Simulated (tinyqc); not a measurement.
Comparisons within one model: temperature and isotope dependence of a band gap in oscillator models. A value that a table varies takes the place of the one given here.

E(T) = E0 - sum_i sl_i th_i n_i(T), n = 1/(exp(th/T) - 1). The same coupling lowers the gap at 0 K by the zero-point term ZP = sum_i sl_i th_i/2, so the gap of the static lattice is E0 + ZP. Thermal expansion is taken as part of the slopes.

Two-parameter forms are made to pass through the falls at the two temperatures T12: Varshni aV T^2/(T + bV), from the line T^2/fall = (T + bV)/aV; one oscillator s1 t1/(exp(t1/T) - 1), with t1 from the ratio of the falls.

Constants: kB = 8.617333262e-05 eV/K; hbar^2/2m0 = 3.80998211 eV angstrom^2.

Inputs chosen for the exercise (near those of SiC; the results hold for these values, not for the real material):
- E0 = 3.287 eV (gap at 0 K)
- th = (386, 1135) K (temperatures of two oscillators)
- sl = (0.0984, 0.4196) meV/K (their high-temperature slopes)
- T12 = (670, 1420) K (temperatures of the fits)
- mm = 0.89 m0 (geometric mean of the density-of-states masses)
- T = 150 K (temperature)

## How far the fits carry

Falls of the gap from E0, and errors of the two fits against the model.

Results:
```
T (K),fall (meV),Varshni - model (meV),one oscillator - model (meV),fall/ZP
20,0.00,0.21,0.00,0.000
50,0.02,1.24,-0.02,0.000
100,0.82,4.02,-0.78,0.003
200,8.09,10.03,-3.75,0.031
300,25.58,12.72,-3.90,0.099
400,53.01,11.18,-2.71,0.206
600,126.66,2.93,-0.50,0.493
800,213.31,-4.40,0.59,0.830
```

What does this show, and why?

Below the first fit point the largest errors are +12.72 meV (Varshni, 300 K, on a fall of 25.58 meV) and -3.90 meV (one oscillator, 300 K); a T^2 law cannot freeze out; a single oscillator misses the soft modes. No row lies well beyond the second fit point, so the table does not test extrapolation to high T. The thermal fall stays below ZP up to 800 K.

## What the shift does to the intrinsic density

ni = 2 (mm kT/(4 pi c))^(3/2) exp(-E/2kT), c = hbar^2/2m0, with E(T) and with E0; 1 angstrom^-3 = 1e24 cm^-3. Apparent gap from an Arrhenius plot of ni/T^(3/2): E(T) - T dE/dT, dE/dT = -sum sl_i (th_i/T)^2 n_i (1 + n_i).

Results:
```
T (K),E(T) (eV),ni (cm^-3),ni with E(T) / ni with E0,apparent gap (eV)
200,3.2789,5.59e-23,1.264,3.3028
250,3.2715,1.69e-14,1.431,3.3154
300,3.2614,8.49e-09,1.640,3.3301
350,3.2488,0.000108,1.885,3.3452
400,3.2340,0.137,2.157,3.3597
500,3.1995,3.40e+03,2.760,3.3852
700,3.1181,4.48e+08,4.056,3.4223
```

How do the results move?

Using E0 in place of E(T) understates ni by a factor that rises from 1.26 to 4.06, towards exp(sum sl/2kB) = 20.2. The slope of an Arrhenius plot returns neither E(T) nor E0 but the intercept of the tangent, 3.3301 eV at 300 K, which lies 43 meV above E0 and tends to the static gap 3.5441 eV.

## What each parameter does

Gap at T, slope -sum sl_i (th_i/T)^2 n_i (1 + n_i) and ZP. Each row changes one parameter from the base and keeps the others.

Results:
```
case,E(T) (eV),dE/dT (meV/K),ZP (meV)
base,3.2836,-0.0707,257.11
T = 190 K,3.2801,-0.1088,257.11
E0 = 3.297 eV,3.2936,-0.0707,257.11
"th = (386, 1362) K",3.2838,-0.0622,304.74
"sl = (0.1279, 0.4196) meV/K",3.2827,-0.0882,262.81
```

What does this show?

The largest shifts from the base row, up to three for each result and ties (the steps differ in size, so this ranks the rows, not the parameters). E(T) (eV): E0 +0.0100, T -0.0036, sl -0.0009. dE/dT (meV/K): T -0.0381, sl -0.0175, th +0.0085; unchanged at the printed digits by E0. ZP (meV): th +47.62, sl +5.69; unchanged at the printed digits by T and E0.

Run: tinyqc, `OMP_NUM_THREADS=1 python tinyqc.py 1880062 1880063 out.jsonl`; Intel(R) Xeon(R) Processor @ 2.30GHz, one thread, shared host; about 0.01 s of CPU time with all checks.
